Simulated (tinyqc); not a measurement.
# Which input was changed?

Model: Holstein polaron on two sites. Computed by tinyqc, a small Python program. Command: `OMP_NUM_THREADS=1 python tinyqc.py 3003749 3003750 out.jsonl holstein which`. One thread of a shared host (Intel(R) Xeon(R) Processor @ 2.30GHz), about 0.08 s of CPU time with the checks.

One electron on sites 1 and 2: H = -t (c1+ c2 + c2+ c1) + hbar omega sum_i b_i+ b_i - g hbar omega sum_i n_i (b_i + b_i+). The symmetric phonon shifts the energy by -g^2 hbar omega/2 and drops out; with b = (b_1 - b_2)/sqrt(2) there remains H = -t sigma_x + hbar omega b+ b - (g hbar omega/sqrt(2)) sigma_z (b + b+). Parity splits it into blocks p = +1 and -1 over phonon numbers n. Zero-point energies are left out. Weights Z refer to mode b alone; the displaced symmetric mode multiplies the full zero-phonon weight by exp(-g^2/2).

Inputs (values chosen for the exercise, for a model dimer): hopping t = 30 meV; phonon energy hbar omega = 146 meV; coupling g = 0.967.

Method. Block p: H_nn = n hbar omega - p t (-1)^n - g^2 hbar omega/2, H_(n,n+1) = -(g hbar omega/sqrt(2)) sqrt(n + 1). Use 60 levels in both blocks; Z = c_0^2 is the weight of n = 0 in the ground state c; the splitting is the lowest odd level less the lowest even one, which without coupling is the smaller of 2t and hbar omega; <sigma_x> = sum (-1)^n c_n^2 measures the kinetic energy.

Question. One of these inputs alone was changed, within the range given: hopping t (15 to 60); phonon energy hbar omega (73 to 292); coupling g (0.4835 to 1.934). Which one, and to what value?

Results:
```
run     ground-state energy (meV)  <sigma_x>  splitting (meV)
before                  -151.1584  0.5740061         23.08275
after                   -184.2994  0.5425022         23.24667
```

Answer.

Each candidate set to reproduce ground-state energy, and what it then gives:
```
candidate                        range searched  value needed  <sigma_x>  splitting (meV)
hopping t (meV)                        15 to 60  out of reach          -                -
phonon energy hbar omega (meV)        73 to 292         182.0    0.54250           23.247
coupling g                      0.4835 to 1.934         1.086    0.48487           18.189
```

Only phonon energy hbar omega fits every result: it went from 146 to 182 meV. The next best candidate, coupling g, misses one result by 22 %.
